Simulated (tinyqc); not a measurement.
From results back to parameters: two-level Kane dispersion of a narrow-gap semiconductor. Three cases, with inputs chosen for the exercise.

Problem. In the two-level Kane model E = Eg/2 + sqrt(Eg^2/4 + (2/3) Ep c k^2), c = hbar^2/2m0, and the momentum mass is m(k) = (3/(2 Ep)) sqrt(Eg^2 + (8/3) Ep c k^2). It is given at the Fermi wave vectors kF = (3 pi^2 n)^(1/3) of two densities (1 cm^-3 = 1e-24 angstrom^-3).

Constants: hbar^2/2m0 = 3.80998211 eV angstrom^2.

Find: kF^2; Ep; edge mass; |Eg|.

Method. m^2 = m0*^2 + (6 c/Ep) kF^2 is a straight line in kF^2: the slope gives Ep, the intercept the edge mass, and |Eg| = (2/3) Ep m0*. The sign of Eg does not enter. The two-level form takes Dso as infinite, which overstates the mass where Dso is not large against Eg.

Case 1.

Values chosen (out of a larger set: near those of GaSb; not measured data): n12 = (1.6e+16, 7.4e+17) cm^-3 (two densities).

masses at the two densities (m0): 0.04430671  0.05074032

Solution.

kF^2 (1/angstrom^2): 6.0771e-05  0.00078301

Ep = 27.0 eV
edge mass = 0.04372 m0
|Eg| = 0.787 eV

Case 2.

Values chosen (out of a larger set: near those of InAs; not measured data): n12 = (1.2e+15, 2.6e+17) cm^-3 (two densities).

masses at the two densities (m0): 0.02867238  0.03497552

Solution.

kF^2 (1/angstrom^2): 1.0808e-05  0.00038988

Ep = 21.6 eV
edge mass = 0.02847 m0
|Eg| = 0.410 eV

Case 3.

Values chosen (out of a larger set: a narrow-gap II-VI alloy; not measured data): n12 = (2.6e+15, 3.6e+17) cm^-3 (two densities).

masses at the two densities (m0): 0.02319739  0.03347442

Solution.

kF^2 (1/angstrom^2): 1.8097e-05  0.00048434

Ep = 18.3 eV
edge mass = 0.02270 m0
|Eg| = 0.277 eV

Computed by tinyqc, one run a case: `OMP_NUM_THREADS=1 python tinyqc.py N N+1 out.jsonl` with N = 1050075, 1050094, 1050101; one thread of a shared Intel(R) Xeon(R) Processor @ 2.30GHz, about 0.01 s a run at most.
